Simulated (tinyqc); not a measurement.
Changing the residual resistivity rho_0: Bloch-Grueneisen resistivity of a metal. Computed by tinyqc, a small Python program. Command: `OMP_NUM_THREADS=1 python tinyqc.py 3021012 3021013 out.jsonl bg sweep`. One thread of a shared host (Intel(R) Xeon(R) Processor @ 2.30GHz), about 0.01 s of CPU time with the checks.

Electrons scatter from a Debye spectrum of phonons (n = 5 for scattering within one band, n = 3 for scattering into a second, heavy band) and from static defects.

Inputs (values chosen for the exercise, modelled on nickel): exponent n = 3; Debye temperature Theta = 382 K; transport coupling lambda_tr = 0.25; Drude plasma energy hbar w_p = 6.2 eV; temperature T = 295 K.

Addition: none.

Constants: k_B = 1.380649e-23 J/K; hbar = 1.054571817e-34 J s; eps_0 = 8.8541878128e-12 F/m; hbar = 6.582119569e-16 eV s; k_B = 8.617333262e-05 eV/K.

Method:
- J_n(y) = int_0^y x^n e^x/(e^x - 1)^2 dx, by 96 Gauss-Legendre points (upper limit at most 60).
- rho_ph = (n - 1) rho_1 (T/Theta)^n J_n(Theta/T), with rho_1 = 2 pi lambda_tr k_B Theta/(hbar eps_0 w_p^2), the high-temperature line at T = Theta.
- Matthiessen's rule: rho = rho_0 + rho_ph.
- Temperature coefficient (1/rho) d rho/dT by a central difference of +/- 0.5 K; residual ratio rho(295 K)/rho(4.2 K); scattering time tau = 1/(eps_0 w_p^2 rho); Wiedemann-Franz kappa = L_0 T/rho, L_0 = (pi^2/3)(k_B/e)^2.

One run for each value; columns: (1) residual resistivity rho_0 (microohm cm); (2) temperature coefficient (1e-3/K); (3) residual resistance ratio; (4) resistivity rho (microohm cm):
```
(1)        (2)         (3)     (4)
0.002   3.8433  3.2913e+03   7.214
0.0073  3.8405  9.6357e+02   7.219
0.026   3.8305  2.7633e+02   7.238
0.095   3.7944  7.6756e+01   7.307
0.35    3.6664  2.1593e+01   7.562
1.3     3.2572  6.5464e+00   8.512
4.6     2.3472  2.5676e+00  11.812
17      1.1451  1.4242e+00  24.212
60      0.4125  1.1202e+00  67.212
```

What does the table show, and why?

Over the rows, temperature coefficient (1e-3/K) falls from 3.84 to 0.412 (exponent d ln y / d ln x -5.7e-4 between the first rows and -0.81 between the last); residual resistance ratio falls from 3290 to 1.12 (exponent d ln y / d ln x -0.95 between the first rows and -0.19 between the last); resistivity rho (microohm cm) rises from 7.21 to 67.2 (exponent d ln y / d ln x 5.7e-4 between the first rows and 0.81 between the last). At the low end the exponent of residual resistance ratio is -0.95, close to -1: a clean metal, where the ratio is rho(295 K)/rho_0. The product rho times the coefficient, d rho/dT, stays at 27.7 nanoohm cm/K: Matthiessen's rule keeps it fixed.
